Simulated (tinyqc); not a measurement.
## Fully depleted semiconductor-on-insulator film with two gates, non-linear Poisson equation by Newton steps: charge against front-gate voltage

One dimension across the film, front interface at x = 0, back interface at x = ts. psi is counted from the intrinsic level, n = ni exp(psi/Vt) (source grounded), holes neglected, acceptors ionised. Gates act through Cox = eps0 eox/tox and Cbox = 3.9 eps0/tb with potentials G1 = Vg - (phiM - chi - Vt ln(Nc/ni)) and G2 = Vb - (phiB - chi - Vt ln(Nc/ni)). Classical Boltzmann densities, no interface charge, no depletion in the back plane.

ni = sqrt(Nc Nv) exp(-Eg/(2 Vt)), Eg in volts. The Poisson equation eps0 eps_r d2psi/dx2 = q (n + Na), with -eps0 eps_r dpsi/dx = Cox (G1 - psi) at x = 0 and eps0 eps_r dpsi/dx = Cbox (G2 - psi) at x = ts, is solved on 300 equal intervals with half boxes at both ends; N_inv is the trapezoid sum of n. Swing = ln 10/(d ln N_inv/dVg); the last column is (dN_inv/dVb)/(dN_inv/dVg).

Parameters, values chosen for the exercise; band and dielectric values close to those of silicon:
```
symbol    value   unit                                                                 meaning
T           300      K                                                             temperature
Eg         1.14     eV                                                                band gap
eps_r      11.6                                                          relative permittivity
Nc      2.78e19  cm^-3                                  conduction-band density of states at T
Nv      2.61e19  cm^-3                                     valence-band density of states at T
chi        4.05     eV                                                       electron affinity
eox        25.1         relative permittivity of the gate insulator (close to zirconium oxide)
tox         7.5     nm                                                     insulator thickness
ts          9.4     nm                                                          film thickness
tb          140     nm                                      buried-oxide thickness (eps_r 3.9)
Na         1e15  cm^-3                                            acceptor density of the film
phiM        4.2     eV                                         work function of the front gate
phiB        4.1     eV                                         work function of the back plane
Vb            0      V                                                       back-gate voltage
```

Constants: q = 1.602176634e-19 C, kB = 1.380649e-23 J/K, Vt = kB T/q, eps0 = 8.8541878128e-14 F/cm where lengths are in cm. Results are converted to the units shown.

Result of one run:
```
psi front (V)  psi back (V)  N_inv (cm^-2)  centroid/ts  swing (mV/decade)  q dN_inv/dVg over Cox  back/front leverage
0.541                 0.474        1.66e12        0.282                319                  0.648               0.0119
```

Which front-gate voltage Vg gave this result: -0.09, 0.21, 0.36 or 0.66 V?

Vg = 0.21 V.

The whole series:
columns A: Vg (V); B: psi front (V); C: psi back (V); D: N_inv (cm^-2); E: centroid/ts; F: swing (mV/decade); G: q dN_inv/dVg over Cox; H: back/front leverage
```
A           B       C        D       E       F        G        H
-0.39  0.0347  0.0454   3.19e4   0.534    60.7  6.54e-8   0.0202
-0.24   0.184   0.191   9.42e6   0.524    60.7  1.93e-5   0.0199
-0.09   0.332   0.336   2.76e9   0.513    61.4  0.00559   0.0197
0.06    0.466   0.449  2.88e11   0.444     120    0.298   0.0169
0.21    0.541   0.474  1.66e12   0.282     319    0.648   0.0119
0.36    0.581   0.479  3.69e12   0.191     577    0.797   0.0102
0.51    0.606   0.480  6.01e12   0.144     866    0.864  0.00948
0.66    0.624   0.481  8.46e12   0.116  1.17e3    0.899  0.00914
0.81    0.637   0.482  1.10e13  0.0972  1.49e3    0.920  0.00894
```

N_inv passes 1e11 cm^-2 at Vg = 0.0145 V. The swing starts at 60.7 mV a decade, against (1 + k) Vt ln 10 = 60.0 for a front channel with k = Cs Cbox/(Cox (Cs + Cbox)) = 0.00814, Cs = eps0 eps_r/ts; above threshold this column is no longer a subthreshold swing. The centroid falls from 0.534 to 0.0972 of ts and the leverage of the back gate falls from 0.0202 to 0.00894. For Vg = 0.21, 0.36, 0.51, 0.66, 0.81 the density at an interface exceeds 0.3 Nc, where Boltzmann statistics fail. For Vg = 0.21, 0.36, 0.51, 0.66, 0.81 the classical centroid lies within 3 nm of an interface, where confinement, left out, would push it away.

tinyqc, about 0.3 s, one thread, Intel Xeon 2.30GHz (shared host): `OMP_NUM_THREADS=1 python tinyqc.py 2190043 2190044 out.jsonl`
